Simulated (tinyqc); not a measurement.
Band offset of a heterojunction with an interface dipole (two-band chains, self-consistent charge): sweeps and comparisons. A value that a table varies takes the place of the one given here.

Sites alternate A, C. Left: A at -G1/2, C at +G1/2, hopping -t1; right: A at D - G2/2, C at D + G2/2, hopping -t2; the bonds across the two interfaces of a ring (C left to A right, C right to A left) have -sqrt(t1 t2). D is the offset of the mid-gaps, so Ev(right) - Ev(left) = D - (G2 - G1)/2 and Ec(right) - Ec(left) = D + (G2 - G1)/2. The closing bond has its sign reversed (antiperiodic ring). Half the levels are filled with two electrons each. The charge moved is q = (electrons on the left) less one a site; the mean over the two interfaces, q/2, is taken as the charge that crosses each, and its dipole opposes the offset: D = D0 - u q/2.

From here on the ring has 24 cells a side.

Parameters, chosen for this exercise (gaps near those of Si and Ge; the chains and D0 are free models, so the offsets are not those of the real pair; the results hold for these values, not for the real material):
- G1 = 1.09 eV (gap on the left)
- G2 = 0.73 eV (gap on the right)
- t1 = 2.71 eV (hopping on the left)
- t2 = 2.79 eV (hopping on the right)
- u = 7.9 eV (potential step per electron moved across)
- D0 = 0.33 eV (mid-gap of the right side above that of the left, without dipole)

## Where the moved charge sits

D = 0.09974 eV

Electrons in cell k from an interface at the self-consistent D, less those at D = 0. Interface 1 joins C left to A right, interface 2 C right to A left. The decay lengths 1/(2 kappa a) are those of mid-gap states, cosh(kappa a) = 1 + G^2/(8 t^2).

Change of the electron count:
```
k  left of 1  right of 1  left of 2  right of 2
1    0.01195    -0.00962    0.01147    -0.00921
2    0.00661    -0.00577    0.00632    -0.00552
3    0.00407    -0.00397    0.00389    -0.00381
4    0.00256    -0.00282    0.00245    -0.00271
5    0.00163    -0.00204    0.00156    -0.00196
6    0.00105    -0.00150    0.00100    -0.00144
```

decay lengths (cells): left 2.490, right 3.825

What can be read from the table?

Over six cells interface 1 moves +0.0279 electrons to the left side and -0.0257 to the right, interface 2 +0.0267 and -0.0247: each change is a dipole, and the two differ because the bonds join different sites. The first cells hold 40 % of it at interface 1. The tail is longer on the right, where the gap is smaller against the hopping: from k = 2 to 4 it falls by a factor 2.04, and pure mid-gap decay would give 1.69; the exponential carries a prefactor that falls as a power of the distance, so the first cells drop faster.

## Screening of the starting offset

chi = 0.583509 1/eV

D0 is varied; the self-consistent D is found by bisection. chi = dq/dD at D = 0; the linear rule is D = S D0 with S = 1/(1 + u chi/2). The gap of the junction closes (type III) at |D| = (G1 + G2)/2.

Against D0:
```
2 D0/(G1 + G2)  D0 (eV)  q at D0   D (eV)    D/D0  linear (eV)
-0.85            -0.773  -0.5158  -0.2325  0.3006      -0.2340
-0.55            -0.500  -0.3058  -0.1510  0.3018      -0.1514
-0.30            -0.273  -0.1614  -0.0825  0.3023      -0.0826
-0.15            -0.137  -0.0799  -0.0413  0.3025      -0.0413
0.10              0.091   0.0532   0.0275  0.3026       0.0275
0.25              0.228   0.1339   0.0688  0.3024       0.0688
0.50              0.455   0.2756   0.1374  0.3019       0.1377
0.80              0.728   0.4755   0.2190  0.3009       0.2203
0.95              0.865   0.6102   0.2595  0.3001       0.2616
```

What can be read from the table?

D/D0 lies between 0.300 and 0.303, against S = 0.303 from chi at D = 0; the linear rule misses by at most 2 meV. q is odd in D. Most of the starting offset is screened, which draws the neutrality levels together.

## Wider gaps screen less

G2 is varied. chi = (q(+0.01) - q(-0.01))/0.02 at D = 0, S = 1/(1 + u chi/2).

Against G2:
```
G2 (eV)  chi (1/eV)       S
0.7         0.59348  0.2990
1.1         0.48564  0.3427
1.5         0.41325  0.3799
2.3         0.31909  0.4424
3.4         0.24064  0.5127
5.5         0.15595  0.6188
7.0         0.11918  0.6799
9.0         0.08580  0.7469
```

What does this show?

chi falls from 0.5935 to 0.0858 1/eV, a factor 6.9, and S rises from 0.299 to 0.747: charge crosses through the tails of states that tunnel into the other gap, and these shorten as the gap widens. u is kept fixed, though a wider gap also screens less and would raise it.

## What each parameter does

Self-consistent D by bisection, q there, and the two offsets. Each row changes one parameter from the base and keeps the others.

Results:
```
case           D (eV)       q  valence offset (eV)  conduction offset (eV)
base           0.0997  0.0583               0.2797                 -0.0803
G1 = 1.254 eV  0.1055  0.0568               0.3675                 -0.1565
G2 = 0.839 eV  0.1039  0.0572               0.2294                 -0.0216
t1 = 3.116 eV  0.0999  0.0583               0.2799                 -0.0801
t2 = 3.208 eV  0.0999  0.0582               0.2799                 -0.0801
D0 = 0.38 eV   0.1148  0.0671               0.2948                 -0.0652
u = 9.085 eV   0.0903  0.0528               0.2703                 -0.0897
```

What does this show?

The largest shifts from the base row, up to three for each result and ties (the steps differ in size, so this ranks the rows, not the parameters). D (eV): D0 +0.0151, u -0.0094, G1 +0.0057. q: D0 +0.0088, u -0.0055, G1 -0.0014; unchanged at the printed digits by t1. valence offset (eV): G1 +0.0877, G2 -0.0504, D0 +0.0151. conduction offset (eV): G1 -0.0763, G2 +0.0586, D0 +0.0151.

Computed by tinyqc, a small Python program: `OMP_NUM_THREADS=1 python tinyqc.py 1450270 1450271 out.jsonl` (the numbers bound the seed that draws the inputs); one thread of a shared host (Intel(R) Xeon(R) Processor @ 2.30GHz), about 0.4 s for the whole set of steps.
